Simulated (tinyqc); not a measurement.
Physical sputtering: collision-cascade yield, angular dependence, faceting and resputtering in deposition: one step, computed by the program tinyqc. Command: `OMP_NUM_THREADS=1 python tinyqc.py 3024708 3024709 out.jsonl sputter walk`. One thread of a shared host (Intel(R) Xeon(R) Processor @ 2.30GHz), about 0.01 s of CPU time with the checks.

Ions start collision cascades; atoms that reach the surface with more than U leave. The target is amorphous or fine-grained.

Problem. Yield at normal incidence. gamma = 4 M1 M2/(M1 + M2)^2; threshold E_th = 6.7 U/gamma for M1 >= M2, else U (1 + 5.7 M1/M2)/gamma. eps = 0.03255 M2 E/(Z1 Z2 (M1 + M2) z), z = (Z1^(2/3) + Z2^(2/3))^(1/2), E in eV; s_n = 3.441 sqrt(eps) ln(eps + 2.718)/(1 + 6.355 sqrt(eps) + eps (6.882 sqrt(eps) - 1.708)); S_n = 84.78 Z1 Z2 M1 s_n/((M1 + M2) z) in eV angstrom^2; alpha = 0.249 (M2/M1)^0.56 + 0.0035 (M2/M1)^1.5 for M1 <= M2, else 0.0875 (M2/M1)^(-0.15) + 0.165 M2/M1; Y0 = 0.042 Q alpha S_n/U [1 - sqrt(E_th/E)]^2.5 (the electronic-loss factor of the full formula is dropped). Erosion rate = Y0 J/(e N); 1 cm^2 = 1e14 nm^2.

Inputs (values chosen for the exercise, modelled on krypton ions on copper):
```
quantity                  value     unit
ion Z1                       36        -
ion mass M1                83.8        u
target Z2                    29        -
target mass M2            63.55        u
surface binding energy U   3.49       eV
target density N           84.9   1/nm^3
fit factor Q                1.1        -
ion energy E                290       eV
current density J          0.32  mA/cm^2
```

Constants: e = 1.602176634e-19 C.

Give: energy transfer factor gamma; threshold E_th; reduced energy eps; nuclear stopping S_n; alpha; yield Y0; erosion rate.

Solution.

energy transfer factor gamma = 0.9811

threshold E_th = 23.83 eV

reduced energy eps = 8.646e-04

nuclear stopping S_n = 952.7 eV angstrom^2

alpha = 0.2163

yield Y0 = 1.173 atoms per ion

erosion rate = 16.55 nm/min

The threshold factor is 0.430; the energy cost is 247 eV per removed atom, 70.9 times U.
